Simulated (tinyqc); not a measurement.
Worked calculation: tight binding, honeycomb lattice. One step of it, computed by the program tinyqc.

Question. Levels at k. Diagonalise the Hermitian matrix.

H(k) at k (eV), order A, B:
```
[[0.000000, -2.326542+1.804967i],
 [-2.326542-1.804967i, 0.000000]]
```

Give: eigenvalues; weights |c|^2 of the basis functions.

Answer.

eigenvalues (eV): [-2.945, 2.945]

weights |c|^2 of the basis functions, order A, B:
```
[[0.500, 0.500],
 [0.500, 0.500]]
```
